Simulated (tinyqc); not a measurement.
Slater-Koster d bands of an fcc metal: sweeps and comparisons. A value that a table varies takes the place of the one given here.

Slater-Koster d bands. For a bond with direction cosines (l, m, n) the 5 x 5 block is dds Ps + ddp Pp + ddd (1 - Ps - Pp), the projectors on sigma, pi and delta states about the bond; for instance <xy|xy> = 3 l^2 m^2 dds + (l^2 + m^2 - 4 l^2 m^2) ddp + (n^2 + l^2 m^2) ddd, <xy|yz> = 3 l m^2 n dds + l n (1 - 4 m^2) ddp + l n (m^2 - 1) ddd and <3z2-r2|3z2-r2> = (n^2 - (l^2 + m^2)/2)^2 dds + 3 n^2 (l^2 + m^2) ddp + (3/4)(l^2 + m^2)^2 ddd. H(k) sums the blocks times cos(k.R) over the neighbours; the d level is the zero of energy; k in 2 pi/a.

Neighbours: twelve at (a/2)(1,1,0) and equivalents.

Mesh: k = f1 b1 + f2 b2 + f3 b3 with fractions (j + 1/2)/N, j = 0 to N - 1, and b = (-1,1,1), (1,-1,1), (1,1,-1) for fcc, (0,1,1), (1,0,1), (1,1,0) for bcc, unit vectors for simple cubic. The lowest Nd/10 of all levels are filled with two electrons each; the bond energy is their sum per atom.

Values chosen for the exercise (of the size met in Cu; shifted at random, so the results belong to these values and not to a real crystal):
```
symbol  value   unit  meaning
dds     -0.336  eV    dd sigma
ddp     0.171   eV    dd pi
ddd     -0.054  eV    dd delta
N       8             mesh
f2      0.487         factor for second neighbours in bcc
```

## Band filling: full bands against the rectangular model

W = sqrt(12 mu2) with mu2 the mean square level on the mesh; rectangular model: Fermi level W (Nd/10 - 1/2), bond energy -W Nd (10 - Nd)/20. The Fermi level of the mesh is the highest filled level.

Per atom (eV):
```
Nd,"EF, bands","bond energy, bands","EF, rectangle","bond energy, rectangle"
1,-0.833,-1.042,-0.904,-1.017
2,-0.692,-1.808,-0.678,-1.807
3,-0.469,-2.378,-0.452,-2.372
4,-0.269,-2.756,-0.226,-2.711
5,0.033,-2.870,0.000,-2.824
6,0.331,-2.710,0.226,-2.711
7,0.487,-2.307,0.452,-2.372
8,0.667,-1.729,0.678,-1.807
9,0.859,-0.954,0.904,-1.017
```

W = 2.259 eV
full width on the mesh = 2.540 eV

The bond energy is deepest at Nd = 5 (-2.870 eV); the rectangle has its minimum at 5. The two differ most at Nd = 8, by 0.079 eV or 3 % of the deepest value: the second moment fixes the parabola, and higher moments the rest. At Nd = 3 and 7 the bands give -2.378 and -2.307 eV, a skew towards less than half filling.

## Which lattice a d-band metal prefers

fcc has twelve neighbours, bcc eight and six (the six times f2), simple cubic six. The integrals of bcc and sc are scaled so that all three have the second moment of fcc, which stands for equal repulsion (structural energy difference theorem). s and p electrons are left out.

Bond energy per atom:
```
Nd,fcc (eV),bcc - fcc (meV),sc - fcc (meV)
1,-1.042,70,-81
2,-1.808,42,-37
3,-2.378,-54,63
4,-2.756,-128,201
5,-2.870,-12,228
6,-2.710,114,154
7,-2.307,121,-8
8,-1.729,52,-117
9,-0.954,-49,-169
```

scale factors: bcc 1.1285, sc 1.4142

mu3/mu2^1.5: fcc -0.108, bcc -0.106, sc 0.000

mu4/mu2^2: fcc 1.780, bcc 1.685, sc 2.525

largest change of a difference when N is raised to 14 = 17 meV

fcc is lowest for Nd = 6. bcc is lowest for Nd = 3, 4 and 5. sc is lowest for Nd = 1, 2, 7, 8 and 9. bcc gains most on fcc at Nd = 4 (-128 meV). A small fourth moment marks a two-peaked band, which tends to favour fillings near one half; bcc has -5 % against fcc, and at Nd = 5 it lies -12 meV from fcc (differences of a few tens of meV are within the error of the mesh; hcp is left out, and this d-only model can miss the lattice of the real metal). The third moments, from three-membered rings, skew the bands. That simple cubic wins anywhere comes from keeping d bands and equal second moments alone; no transition metal takes it. Differences below about 17 meV are within the error of this mesh, and the s and p electrons left out weigh most where the d band is nearly empty or full.

## What each integral does

Levels at Gamma, E(t2g) = 3 dds + 4 ddp + 5 ddd, E(eg) = 1.5 dds + 6 ddp + 4.5 ddd, and W = sqrt(12 mu2), the width of a rectangular band with the same second moment mu2 = z (dds^2 + 2 ddp^2 + 2 ddd^2)/5, z = 12. Each row changes one parameter from the base and keeps the others.

Results:
```
case,t2g (eV),eg (eV),W (eV)
base,-0.5940,0.2790,2.2591
dds = -0.2856 eV,-0.4428,0.3546,2.0497
ddp = 0.1454 eV,-0.6964,0.1254,2.1534
ddd = -0.0459 eV,-0.5535,0.3155,2.2488
```

The largest shifts from the base row, up to three for each result and ties (the steps differ in size, so this ranks the rows, not the parameters). t2g (eV): dds +0.1512, ddp -0.1024, ddd +0.0405. eg (eV): ddp -0.1536, dds +0.0756, ddd +0.0364. W (eV): dds -0.2094, ddp -0.1057, ddd -0.0103. The ratio of the shifts of t2g and eg names the integral: 3 : 1.5 for dds, 4 : 6 for ddp, 5 : 4.5 for ddd.

Program tinyqc; command `OMP_NUM_THREADS=1 python tinyqc.py 1480084 1480085 out.jsonl`; about 0.05 s on one thread of a shared Intel(R) Xeon(R) Processor @ 2.30GHz.
